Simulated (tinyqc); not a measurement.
Ballistic conductance of a hard-wall strip of a two-dimensional electron gas by counting modes: one step of the calculation.

Subband edges E_n = C (n pi/W)^2/m, n = 1, 2, ...; C = hbar^2/(2 m0). Every mode transmits fully; spin gives the factor 2 in 2 q^2/h, valleys the factor gv.

Problem. Conductance and ballistic resistance. G = (2 q^2/h) gv M; at zero temperature M counts the edges below Ef, at T it is the sum of degeneracy times f. The smooth (Sharvin) count is kF W/pi, kF = sqrt(m Ef/C), and with the boundary term kF W/pi - 1/2. The sum runs over the edges listed.

Values chosen for this exercise: temperature T = 77 K; mass m = 0.065 m0; valleys gv = 2; Fermi energy above the 2D band edge Ef = 0.043 eV; width W = 72 nm.

Constants: q = 1.602176634e-19 C, hbar = 1.054571817e-34 J s, h = 6.62607015e-34 J s, m0 = 9.1093837015e-31 kg, hbar^2/(2 m0) = 0.0380998212 eV nm^2. Results are converted to the units shown.

```
mode    edge (eV)  degeneracy           f
1     0.001115949           1  0.99818936
2     0.004463796           1  0.99700471
3     0.010043541           1  0.99308280
4     0.017855183           1  0.97789343
5     0.027898724           1  0.90685993
6     0.040174163           1  0.60488856
7     0.054681499           1  0.14672827
```

Give: M at zero temperature; M at T; G; resistance 1/G; smooth count.

Solution.

M at zero temperature = 6
M at T = 5.625
G = 871.6 uS
resistance 1/G = 1.147 kohm
smooth count = 6.207

The smooth count is 10 % above M at T. With the boundary term it is 5.71.

Numbers from tinyqc (`OMP_NUM_THREADS=1 python tinyqc.py 2740011 2740012 out.jsonl`; about 0.03 s on one thread of a shared Intel Xeon 2.30GHz).
